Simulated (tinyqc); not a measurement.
Hubbard ring of 3 sites, step by step. Computed by tinyqc, a small Python program that keeps every step. Settings: hopping = 1.55, U = 6.9, mixing = 0.2, iteration cap = 68. Command: `OMP_NUM_THREADS=1 python tinyqc.py 24632 24633 out.jsonl` (the two numbers bound the seeds that draw the settings). One thread of a shared host (Intel(R) Xeon(R) Processor @ 2.60GHz), about 0.2 s of CPU time with the checks.

one-body matrix (hopping and site energies) (eV):
```
,1,2,3
1,0.960000,-1.550000,-1.550000
2,-1.550000,-0.160000,-1.550000
3,-1.550000,-1.550000,-0.630000
```

U = 6.900000 eV

electrons, up and down: 2  1

n(up) at the start (a guess, not normalised): 1 0.717000, 2 0.617000, 3 0.717000

n(down) at the start (a guess): 1 0.283000, 2 0.383000, 3 0.283000

Each step fills the lowest levels of T + U n(other spin) and sets n(new) = n + mixing (n(out) - n); stop when output and input agree to 1e-8.

Course of the cycle:
```
iteration,E (eV),largest |n(out) - n(in)|,mean |n_up - n_down|
1,-0.05841935,3.50e-01,0.333333
2,-0.25422610,2.39e-01,0.333333
3,-0.36425334,1.81e-01,0.333333
4,-0.42512010,1.46e-01,0.333333
5,-0.46021316,1.17e-01,0.333333
6,-0.48153670,9.35e-02,0.333333
7,-0.49546458,7.46e-02,0.333333
8,-0.50572440,6.35e-02,0.333333
9,-0.51477265,6.04e-02,0.333333
10,-0.52452134,6.02e-02,0.333333
11,-0.53677556,6.25e-02,0.333333
...,...,...,...
58,-1.36458939,1.21e-03,0.823844
59,-1.36459021,1.04e-03,0.823914
60,-1.36459081,8.91e-04,0.823975
61,-1.36459126,7.65e-04,0.824027
62,-1.36459158,6.57e-04,0.824071
63,-1.36459182,5.64e-04,0.824110
64,-1.36459200,4.85e-04,0.824143
65,-1.36459213,4.16e-04,0.824171
66,-1.36459223,3.57e-04,0.824195
67,-1.36459230,3.07e-04,0.824216
68,-1.36459235,2.63e-04,0.824234
```

Can the last value be used, and what does the course show?

Not by the stop rule, although the second column moves by less than 1e-06 over the last three steps. Not converged within 68 iterations: the residual falls steadily but slowly, by a factor of about 0.86 a step. The lowest mean-field energy found from random starts is -1.36459 eV. Reruns (cap 100 unless said): mixing 0.5: converged in 50 (E = -1.36459); mixing 0.9: not converged; the original settings with a cap of 400: converged in 135 (E = -1.36459).
